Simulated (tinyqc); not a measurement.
From results back to parameters: tunnelling through a thin dielectric with one trap, as a tight-binding chain. Five cases, with inputs chosen for the exercise.

Problem. A resonance has full width Gamma_L + Gamma_R and peak height 4 Gamma_L Gamma_R/(Gamma_L + Gamma_R)^2. The values come from hidden widths.

Case 1.

full width = 0.447649 meV
peak height = 0.0637686

Case 2.

full width = 16.8924 meV
peak height = 0.0291358

Case 3.

full width = 11.0026 meV
peak height = 0.00267101

Case 4.

full width = 0.186330 meV
peak height = 0.366305

Case 5.

full width = 40.8932 meV
peak height = 0.00213436

Find: larger and smaller width.

Solution. The widths are (W/2)(1 +/- sqrt(1 - peak)); which belongs to which lead the line shape cannot tell.

Case 1.

larger and smaller width (meV): 0.440  0.00725

Case 2.

larger and smaller width (meV): 16.8  0.124

Case 3.

larger and smaller width (meV): 11.0  0.00735

Case 4.

larger and smaller width (meV): 0.167  0.0190

Case 5.

larger and smaller width (meV): 40.9  0.0218

Computed by tinyqc, one run a case: `OMP_NUM_THREADS=1 python tinyqc.py N N+1 out.jsonl` with N = 1451680, 1451699, 1451706, 1451764, 1451774; one thread of a shared Intel(R) Xeon(R) Processor @ 2.30GHz, about 0.1 s a run at most.
